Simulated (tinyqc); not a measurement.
Current gain against temperature: heavy doping: gap narrowing, degeneracy and the minority density.

F_j(eta) = (1/Gamma(j + 1)) integral_0^infinity x^j dx/(1 + exp(x - eta)), which tends to exp(eta) for eta << 0.

Empirical narrowing (Slotboom form, constants chosen for the exercise; published fits of this form give the apparent narrowing, here it is taken as the true one): dEg = E0 [ln(N/N0) + sqrt(ln(N/N0)^2 + C)].

Majority: N = Nc F_1/2(eta), eta the distance of EF beyond the majority band edge in kT. Degeneracy factor gam = F_1/2(eta)/exp(eta). ni0^2 = Nc Nv exp(-Eg/kT); product n p = ni0^2 gam exp(dEg/kT), dEg the true narrowing; apparent narrowing dEa = dEg + kT ln gam; minority density = n p/N.

Bipolar transistor with N as emitter doping: beta = K (N/NB) exp((dEa_B + dG - dEa_E)/kT), dEa_E = dEg(N) + kT ln gam, dEa_B = dEg(NB). For the sweep in T, Nc is scaled as (T/T0)^(3/2) from its value at T0 = T.

Constants: kB = 8.617333262e-05 eV/K.

Parameters, chosen for this exercise (gap and densities of states near those of Si at this temperature; narrowing constants near the fits for Si; the results hold for these values, not for the real material): Eg = 1.11 eV (gap); Nc = 2.92e+19 1/cm^3 (conduction-band density of states); Nv = 1.06e+19 1/cm^3 (valence-band density of states); T = 300 K; E0 = 7.73 meV (narrowing scale); N0 = 1.5e+17 1/cm^3 (onset density); C = 0.5 (smoothing constant); N = 1e+18 1/cm^3 (ionised donors, equal to the majority density); NB = 6e+17 1/cm^3 (base doping); K = 1.2 (ratio (D_B W_E)/(D_E W_B)); dG = 0 meV (extra narrowing of the base by alloying).

Gain:
```
T (K),beta,beta with dG = 0,without narrowing
150,1.15,1.15,2.00
200,1.32,1.32,2.00
250,1.43,1.43,2.00
300,1.51,1.51,2.00
350,1.57,1.57,2.00
400,1.62,1.62,2.00
450,1.66,1.66,2.00
```

dEa_B + dG - dEa_E at T0 = -7.3 meV

beta is 1.15 at 150 K and 1.66 at 450 K, since the net exponent is negative: the emitter has the larger apparent narrowing. At 300 K narrowing and degeneracy change the gain by a factor 0.755.

Computed by tinyqc, a small Python program: `OMP_NUM_THREADS=1 python tinyqc.py 1651936 1651937 out.jsonl` (the numbers bound the seed that draws the inputs); one thread of a shared host (Intel(R) Xeon(R) Processor @ 2.30GHz), about 0.01 s for the whole set of steps.
